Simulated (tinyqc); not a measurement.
One anharmonic mode: perturbation theory, self-consistent phonons and exact levels: one step, computed by the program tinyqc. Command: `OMP_NUM_THREADS=1 python tinyqc.py 3001715 3001716 out.jsonl scp walk`. One thread of a shared host (Intel(R) Xeon(R) Processor @ 2.30GHz), about 0.03 s of CPU time with the checks.

V(x) = k x^2/2 + b x^4 for one coordinate x of mass M. A constant K > 0 gives hbar Omega = sqrt((hbar^2/u) K/M) with K in eV/angstrom^2 and M in u.

Question. Hamiltonian in a small basis. Basis: oscillator states n of the constant |k|, with x = s (a + a+), s^2 = hbar Omega/(2|k|); H = hbar Omega (n + 1/2) + (k - |k|) x^2/2 + b x^4, with exact matrix elements of x^2 and x^4.

Inputs (values chosen for the exercise, for a model mode): mode mass M = 47.2 u; harmonic constant k = 0.388 eV/angstrom^2; quartic constant b = 0.287 eV/angstrom^4; basis size N of the small matrix = 6.

Shape: single well.

Constants: hbar^2/u = 4.18015928e-03 eV angstrom^2.

Give: H.

Answer.

H (meV):
$$\begin{pmatrix}
2.980 & 0.000 & 0.139 & 0.000 & 0.080 & 0.000 \\
0.000 & 9.039 & 0.000 & 0.401 & 0.000 & 0.179 \\
0.139 & 0.000 & 15.294 & 0.000 & 0.794 & 0.000 \\
0.000 & 0.401 & 0.000 & 21.745 & 0.000 & 1.318 \\
0.080 & 0.000 & 0.794 & 0.000 & 28.393 & 0.000 \\
0.000 & 0.179 & 0.000 & 1.318 & 0.000 & 35.238
\end{pmatrix}$$
